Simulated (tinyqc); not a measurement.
From results back to parameters: alloy A(1-x)B(x) by interpolation with bowing. Three cases, with inputs chosen for the exercise.

Problem. An unstrained alloy A(1-x)B(x) follows Vegard, a(x) = (1 - x) a_A + x a_B, and E(x) = (1 - x) E_A + x E_B - C x (1 - x) at Gamma. Its lattice constant and gap are given.

Case 1.

Values chosen (out of a larger set: A near GaAs, B near GaSb; not measured data): a = (5.659, 6.102) angstrom (lattice constant of A, B); Eg = (1.51, 0.804) eV (gap at Gamma to the s-like level of A, B).

a(x) = 5.721020 angstrom
gap at Gamma = 1.225864 eV

Case 2.

Values chosen (out of a larger set: A near GaP, B near GaAs; not measured data): a = (5.453, 5.647) angstrom (lattice constant of A, B); Eg = (2.876, 1.496) eV (gap at Gamma to the s-like level of A, B).

a(x) = 5.633420 angstrom
gap at Gamma = 1.581728 eV

Case 3.

Values chosen (out of a larger set: A near InAs, B near InSb; not measured data): a = (6.065, 6.473) angstrom (lattice constant of A, B); Eg = (0.418, 0.238) eV (gap at Gamma to the s-like level of A, B).

a(x) = 6.358760 angstrom
gap at Gamma = 0.153530 eV

Find: x; linear part of the gap; C.

Solution. x = (a - a_A)/(a_B - a_A); the bowing is the shortfall against the linear part divided by x (1 - x).

Case 1.

x = 0.140
linear part of the gap = 1.4112 eV
C = 1.539 eV

Case 2.

x = 0.930
linear part of the gap = 1.5926 eV
C = 0.167 eV

Case 3.

x = 0.720
linear part of the gap = 0.2884 eV
C = 0.669 eV

Computed by tinyqc, one run a case: `OMP_NUM_THREADS=1 python tinyqc.py N N+1 out.jsonl` with N = 1081038, 1081042, 1081067; one thread of a shared Intel(R) Xeon(R) Processor @ 2.30GHz, about 0.01 s a run at most.
